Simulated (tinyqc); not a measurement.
Worked calculation: nucleation and growth of vacancy voids in a cooling silicon-like crystal. Computed by tinyqc, a small Python program that keeps every step. Command: `OMP_NUM_THREADS=1 python tinyqc.py 3022034 3022035 out.jsonl voids walk`. One thread of a shared host (Intel(R) Xeon(R) Processor @ 2.30GHz), about 0.7 s of CPU time with the checks. Intermediate numbers are printed to about 7 digits and carried at full precision; extremes and crossings named in words are read from the listed rows.

Spherical voids; vacancies are lost only to voids.

Inputs (values chosen for the exercise, close to those used for silicon): vacancy density at the melting point C_m = 7.4e+14 1/cm^3; formation energy E_f = 3.84 eV; melting point T_m = 1685 K; diffusion prefactor D0 = 0.0015 cm^2/s; migration energy E_m = 0.44 eV; site density rho = 5e+22 1/cm^3; void surface energy gamma = 0.955 J/m^2; cooling rate q = 1.5 K/min; ratio (V/G)/xi_c = 1.3; limit of the excess at high V/G = 2.5e+14 1/cm^3; temperature of the worked step T = 1370 K; temperature step = 0.125 K.

Vacancy supply: from V/G.

Constants: k_B = 8.617333262e-05 eV/K; k_B = 1.380649e-23 J/K; e = 1.602176634e-19 C.

## Vacancy excess

C = C_x (u - 1)/(u + 0.2) with u = (V/G)/xi_c, a form chosen for the exercise.

initial excess C = 5.00e+13 1/cm^3

## Nucleation rate at T with the initial excess

C_e = C_m exp[-(E_f/k_B)(1/T - 1/T_m)]; D = D0 exp(-E_m/(k_B T)); f = k_B T ln(C/C_e); r* = 2 gamma/(rho f); W* = 16 pi gamma^3/(3 rho^2 f^2); Z = f/sqrt(12 pi W* k_B T); I = rho Z (4 pi r* D C) exp(-W*/(k_B T)).

C_e = 1.692188e+12 1/cm^3

D = 3.609744e-05 cm^2/s

driving force f = 0.3997426 eV

critical radius r* = 0.5964479 nm

W*/(k_B T) = 75.23728

rate I = 9.085874e-09 1/(cm^3 s)

Cooling by 10 K multiplies I by 3600: nucleation switches on within a narrow range of temperature.

## Cooling through the nucleation range

March down from 1500 K in steps dT, dt = dT/q, with values at the upper end of each step: a class of I dt voids is born with r*; then all classes grow by r^2 += 2 D (C - C_e) dt/rho; C falls by the vacancies added to voids. Stop at 1150 K. T_n is the T of the largest I, N the final count (classes under 1e-6 /cm^3 are dropped), and the mean radius the number average.

Rows around the peak of I:
```
T (K)       C (1/cm^3)  C_e (1/cm^3)  I (1/(cm^3 s))  voids (1/cm^3)  mean radius (nm)
1355.875  5.000000e+13  1.205836e+12    6.346174e-04    3.403527e-02          17.82971
1345.875  4.999994e+13  9.445749e+11    3.866483e-01    2.456743e+01          19.01411
1335.875  4.997932e+13  7.372195e+11    8.995881e+01    6.737951e+03          20.20520
1330.875  4.972974e+13  6.503848e+11    9.068959e+02    7.801981e+04          21.08646
1327.875  4.891446e+13  6.030007e+11    2.447901e+03    2.687647e+05          22.41913
1325.875  4.755608e+13  5.732361e+11    3.135392e+03    4.977818e+05          24.34069
1323.875  4.519845e+13  5.448573e+11    2.368931e+03    7.294228e+05          27.63063
1321.875  4.189236e+13  5.178039e+11    9.894956e+02    8.654907e+05          32.21572
1319.875  3.801252e+13  4.920178e+11    2.423840e+02    9.115843e+05          37.22709
1316.875  3.194482e+13  4.555937e+11    1.296056e+01    9.222228e+05          43.71174
1313.875  2.624127e+13  4.217180e+11    2.959257e-01    9.226807e+05          48.48721
```

temperature of peak nucleation T_n = 1325.875 K

void density N = 922689.6 1/cm^3

mean radius = 63.14816 nm

vacancies left at 1150 K = 7.747914e+09 1/cm^3

I rises as supersaturation builds and collapses once the first voids have drawn C down by 5 % at the peak. Nearly all the excess then goes into these voids: [3 C/(4 pi rho N)]^(1/3) = 63.7 nm.

## Cooling rate

The formulas are those given above.

At fixed C:
```
q (K/min)   T_n (K)    N (1/cm^3)  mean radius (nm)
0.15       1337.500  3.033256e+04          197.4682
0.38       1333.000  1.203978e+05          124.6382
0.75       1329.625  3.300360e+05           89.0112
1.50       1325.875  9.226896e+05           63.1482
3.00       1321.875  2.579673e+06           44.7966
6.00       1317.750  7.212239e+06           31.7761
15.00      1311.875  2.806963e+07           20.1799
```

Over the rows N goes as q^1.48 and the radius as q^-0.50, near the 3/2 and -1/2 of the scaling argument (depletion time 1/(4 pi N r D) equal to the time in the nucleation range, at fixed N r^3). T_n drops only 26 K for a factor 100 in q. Fast cooling gives many small voids, which an anneal can dissolve.

## Vacancy excess varied

The formulas are those given above.

At fixed q:
```
C (1/cm^3)   T_n (K)  N (1/cm^3)  mean radius (nm)
2.00e+13    1278.125     1873637           36.6924
3.00e+13    1299.000     1369232           46.6611
5.00e+13    1325.875      922690           63.1482
8.00e+13    1351.375      641979           83.4023
1.20e+14    1374.000      469640          106.0082
```

More vacancies nucleate earlier (T_n rises by 96 K) and give fewer, larger voids: N goes as C^-0.77 and the radius as C^0.59, steeper than the -1/2 and +1/2 of the scaling argument at fixed D, because D rises with T_n.

Checks made by the program: Z against the curvature of W(n) (relative difference below 1e-10); N against a run with half the step (relative difference 1e-03).
